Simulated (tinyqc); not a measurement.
Metal-interlayer-semiconductor contact, depinning against tunnelling resistance: one step of the calculation.

Zero bias, n-type semiconductor. Gap states at the semiconductor surface thin out as exp(-be ti), which unpins the barrier; electrons must then cross the interlayer (a rectangular barrier, no voltage drop across it) and the parabolic depleted layer, both by WKB. Energies E are counted from the Fermi level; no image force, parabolic bands.

Question. Pinning, barrier and scales. S = 1/(1 + (1/S0 - 1) exp(-be ti)); phiB = S (phiM - chi) + (1 - S)(Eg - E0); xi = Ec - EF deep inside, from Nd = Nc F(-xi/Vt), F(x) = (2/sqrt(pi)) int_0^infinity sqrt(u) du/(1 + exp(u - x)); band bending U = phiB - xi; E00 = (hbar/2) sqrt(Nd/(eps0 eps_r mt m0)) in volts; A = 4 pi q mA m0 kB^2/h^3.

Inputs (values chosen for the exercise); semiconductor values close to those of germanium; interlayer mass of the order of that in titanium dioxide, offset chosen freely: temperature T = 300 K; band gap Eg = 0.639 eV; relative permittivity eps_r = 15.7; electron affinity chi = 4.1 eV; conduction-band density of states at T Nc = 1.04e19 cm^-3; tunnelling mass in the semiconductor mt = 0.121 m0; Richardson mass mA = 1.08 m0; donor density Nd = 5.2e19 cm^-3; charge-neutrality level above the valence band E0 = 0.088 eV; pinning factor without interlayer S0 = 0.05; metal work function phiM = 4.22 eV; interlayer thickness ti = 1.7 nm; decay constant of gap states through the interlayer be = 3.9 1/nm.

Constants: q = 1.602176634e-19 C, kB = 1.380649e-23 J/K, eps0 = 8.8541878128e-12 F/m, hbar = 1.054571817e-34 J s, h = 6.62607015e-34 J s, m0 = 9.1093837015e-31 kg, Vt = kB T/q. Results are converted to the units shown.

Wanted: S; phiB; xi; U; E00; A.

Answer.

S = 0.9755
phiB = 0.1305 eV
xi = -0.08452 eV
U = 0.2151 eV
E00 = 0.09714 eV
A = 129.8 A/(cm^2 K^2)

Range of the model: The depletion charge would drop about 0.11 V across such an interlayer (eps_r near 40) at ti = 1.7 nm and Nd = 5.2e19 cm^-3, against a band bending of 0.22 V; this model leaves that drop out.

Program tinyqc, `OMP_NUM_THREADS=1 python tinyqc.py 2270008 2270009 out.jsonl`; Intel Xeon 2.30GHz, shared host, one thread, about 0.03 s.
